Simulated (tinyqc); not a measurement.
All-pass ring resonator: line shape, cold and heated.

A ring of length L = 2 pi Rr coupled to one bus waveguide: round-trip amplitude a = 10^(-al L/20), self-coupling t = sqrt(1 - k2). At detuning d from the resonance the round-trip phase is p = 2 pi d/FSR and the transmission T = (a^2 - 2 a t cos p + t^2)/(1 - 2 a t cos p + a^2 t^2). Lossless coupler, linear absorption only.

FSR = lam^2/(ng L). The lost power (1 - T) Pin heats the ring by Rt fa (1 - T) Pin and shifts the resonance to longer wavelength by s = (lam dT/ng) times that rise; d = dl - s. The hot columns give T for the smallest and the largest self-consistent shift.

Inputs (values chosen for the exercise); values close to those of silicon waveguides: cold resonance wavelength lam = 1550 nm; ring radius Rr = 7.5 um; group index ng = 4.01; propagation loss al = 4.2 dB/cm; power coupling k2 = 0.0069; thermo-optic change of the effective index dT = 0.00018 1/K; thermal resistance Rt = 12 K/mW; share of the loss that heats the ring fa = 0.35; input power Pin = 0.058 mW.

Result of one run:
```
dl (pm)  T, cold  roots  smallest s (pm)  T there  largest s (pm)  T there
-9.3      0.4165      1            5.956   0.6486           5.956    0.6486
```

What becomes of these results when the laser detuning from the cold resonance dl is changed from -9.3 to 30 pm, all else the same?

Result of the changed run:
```
dl (pm)  T, cold  roots  smallest s (pm)  T there  largest s (pm)  T there
30        0.8752      1            2.450   0.8555           2.450    0.8555
```

The whole series:
```
dl (pm)  T, cold  roots  smallest s (pm)  T there  largest s (pm)  T there
-35       0.9050      1            1.493   0.9119           1.493    0.9119
-19       0.7395      1            3.432   0.7975           3.432    0.7975
-9.3      0.4165      1            5.956   0.6486           5.956    0.6486
0        0.04249      1            9.623   0.4322           9.623    0.4322
7         0.2976      1            12.90   0.2389           12.90    0.2389
14        0.6096      1            15.83  0.06578           15.83   0.06578
21        0.7757      1            6.172   0.6359           6.172    0.6359
30        0.8752      1            2.450   0.8555           2.450    0.8555
42        0.9320      1            1.218   0.9281           1.218    0.9281
58        0.9631      1           0.6393   0.9623          0.6393    0.9623
```

The cold line has FWHM = 23.2 pm and its dip at dl = 0; heated, the deepest listed dip lies at dl = 14 pm, and the largest possible shift is 16.2 pm, 0.70 FWHM. No listed row is bistable.

Numbers from tinyqc (`OMP_NUM_THREADS=1 python tinyqc.py 2650036 2650037 out.jsonl`; about 0.01 s on one thread of a shared Intel Xeon 2.30GHz).
